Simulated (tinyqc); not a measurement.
Composition from the perpendicular lattice constant.

Problem. The layer is x parts of the first compound and 1 - x of the second, grown coherently on the second as substrate and barrier. Rows of the table: lattice constant a, average valence level Ea on an absolute scale, spin-orbit splitting so, gaps at Gamma, X and L, hydrostatic deformation potentials av and ac (Gamma), shear potential b, elastic constants, electron and heavy-hole (along z) masses. All are interpolated linearly in x; gaps get -C x (1 - x), taken wholly in the conduction band; real line-ups can differ from this model by 0.1 eV or more. In-plane strain e = (a_substrate - a)/a, e_z = -2 (c12/c11) e, volume change 2 e + e_z. X-ray diffraction gives a_z = a (1 + e_z) of the coherent layer. Find x, e and the relaxed Gamma gap.

Inputs (values chosen for the exercise): bowing of the Gamma gap CG = 0.477 eV; bowing of the X gap CX = 1.4 eV; bowing of the L gap CL = 0.33 eV.

Binary compounds, values chosen for the exercise:
```
,close to InAs,close to GaAs
a (angstrom),6.058,5.653
Ea (eV),-6.67,-6.92
so (eV),0.385,0.335
EG (eV),0.359,1.45
EX (eV),1.39,1.89
EL (eV),1.08,1.69
av (eV),1,1.17
ac (eV),-5.14,-7.22
b (eV),-1.8,-1.68
c11 (GPa),83.3,117
c12 (GPa),45.2,53.1
me (m0),0.0233,0.067
mh (m0),0.327,0.353
```

lattice constant along the growth direction = 5.78590028 angstrom

Answer. a_z changes steadily with x, about (1 + 2 c12/c11) times as fast as the relaxed lattice constant, so one composition matches.

x = 0.170
e = -1.20 %
relaxed Gamma gap = 1.20 eV

Numbers from tinyqc (`OMP_NUM_THREADS=1 python tinyqc.py 2690064 2690065 out.jsonl`; about 0.01 s on one thread of a shared Intel Xeon 2.30GHz).
